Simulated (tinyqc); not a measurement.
Joule-heated wire on a substrate, fin equation: one step of the calculation.

A wire of length L loses heat along itself to two contacts and sideways to the substrate: kap A theta'' - g theta + p = 0 with theta = T - T0 and p = p0. The ends are held at T0. Constant conductivity, diffusive heat flow.

Task. Closed form at the middle. theta(L/2) = (p0/g)[1 - 1/(cosh(L/(2 LH)) + Rc g LH sinh(L/(2 LH)))], LH = sqrt(kap A/g).

Inputs (values chosen for the exercise):
```
symbol  value     unit                                  meaning
kap       270  W/(m K)              conductivity along the wire
A        1200     nm^2                            cross-section
g        0.91  W/(m K)  conductance per length to the substrate
L        1200       nm              length between the contacts
Rc          0     K/uW       thermal resistance of each contact
p0      0.068    uW/nm                       heating per length
```

Find: theta(L/2).

Result.

theta(L/2) = 26.50 K

Program tinyqc, `OMP_NUM_THREADS=1 python tinyqc.py 2520151 2520152 out.jsonl`; Intel Xeon 2.30GHz, shared host, one thread, about 0.01 s.
